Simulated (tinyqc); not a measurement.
# Weak link from the transmission

Inverse problem. An infinite chain has hopping -t with t = 1 eV and site energy 0; E = -2 t cos(k) with E = 1.38 eV. One bond has the hopping -y t with 0 < y < 1, so T(E) = 4 y^2 sin^2 k/[(1 - y^2)^2 + 4 y^2 sin^2 k]. Find y and the hopping y t.

T(E) = 0.44909457

Answer. With b = |sin k| sqrt(1/T(E) - 1), (1 - y^2)/(2 y) = b, whose root below 1 is sqrt(b^2 + 1) - b.

y = 0.4800
y t = 0.4800 eV

tinyqc, about 0.01 s, one thread, Intel Xeon 2.30GHz (shared host): `OMP_NUM_THREADS=1 python tinyqc.py 2660025 2660026 out.jsonl`
